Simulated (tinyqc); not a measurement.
Inside a calculation. Method: FCI on RHF in the 6-31g basis, for H2, spin multiplicity 1. One step of it, computed by the program tinyqc.

Problem. Integrals over molecular orbitals. (pq|rs) = sum C_ip C_jq C_kr C_ls (ij|kl), one index at a time.

coefficients C, order 1H 1s, 1H 2s, 2H 1s, 2H 2s:
$$\begin{pmatrix}
0.320963 & 0.129839 & 0.782550 & -1.094023 \\
0.280966 & 1.625569 & -0.688525 & 1.322400 \\
0.320963 & -0.129839 & 0.782550 & 1.094023 \\
0.280966 & -1.625569 & -0.688525 & -1.322400
\end{pmatrix}$$

core Hamiltonian H = T + V (hartree), order 1H 1s, 1H 2s, 2H 1s, 2H 2s:
$$\begin{pmatrix}
-0.930107 & -0.905805 & -0.753023 & -0.750826 \\
-0.905805 & -0.917716 & -0.750826 & -0.838123 \\
-0.753023 & -0.750826 & -0.930107 & -0.905805 \\
-0.750826 & -0.838123 & -0.905805 & -0.917716
\end{pmatrix}$$

Two-electron integrals (ij|kl) in chemists' order, unique and non-zero (hartree):
```
(11|11) 1.076566   (21|11) 0.578470   (21|21) 0.329423   (22|11) 0.587396
(22|21) 0.361304   (22|22) 0.453150   (31|11) 0.373780   (31|21) 0.213321
(31|22) 0.233672   (31|31) 0.171624   (32|11) 0.330472   (32|21) 0.200992
(32|22) 0.243728   (32|31) 0.168953   (32|32) 0.185900   (33|11) 0.639204
(33|21) 0.396278   (33|22) 0.490312   (33|31) 0.373780   (33|32) 0.428657
(33|33) 1.076566   (41|11) 0.428657   (41|21) 0.245031   (41|22) 0.270350
(41|31) 0.168953   (41|32) 0.162567   (41|33) 0.330472   (41|41) 0.185900
(42|11) 0.470563   (42|21) 0.291164   (42|22) 0.370083   (42|31) 0.205603
(42|32) 0.224527   (42|33) 0.470563   (42|41) 0.224527   (42|42) 0.320063
(43|11) 0.396278   (43|21) 0.245463   (43|22) 0.308063   (43|31) 0.213321
(43|32) 0.245031   (43|33) 0.578470   (43|41) 0.200992   (43|42) 0.291164
(43|43) 0.329423   (44|11) 0.490312   (44|21) 0.308063   (44|22) 0.405683
(44|31) 0.233672   (44|32) 0.270350   (44|33) 0.587396   (44|41) 0.243728
(44|42) 0.370083   (44|43) 0.361304   (44|44) 0.453150
```

Give: one-electron integrals over orbitals h = C^T H C; Two-electron integrals over orbitals.

Solution.

one-electron integrals over orbitals h = C^T H C (hartree):
$$\begin{pmatrix}
-1.222 & 0.000 & -0.162 & 0.000 \\
0.000 & -0.557 & 0.000 & 0.206 \\
-0.162 & 0.000 & -0.156 & 0.000 \\
0.000 & 0.206 & 0.000 & 0.195
\end{pmatrix}$$

Two-electron integrals over orbitals (pq|rs), unique and non-zero (hartree):
```
(11|11) 0.637    (21|21) 0.084    (22|11) 0.435    (22|22) 0.388
(31|11) 0.162    (31|22) 0.053    (31|31) 0.107    (32|21) -0.016
(32|32) 0.035    (33|11) 0.528    (33|22) 0.384    (33|31) 0.120
(33|33) 0.465    (41|21) -0.080   (41|32) -0.026   (41|41) 0.134
(42|11) -0.143   (42|22) -0.057   (42|31) -0.075   (42|33) -0.101
(42|42) 0.070    (43|21) -0.088   (43|32) -0.006   (43|41) 0.124
(43|43) 0.134    (44|11) 0.649    (44|22) 0.444    (44|31) 0.197
(44|33) 0.550    (44|42) -0.168   (44|44) 0.724
```
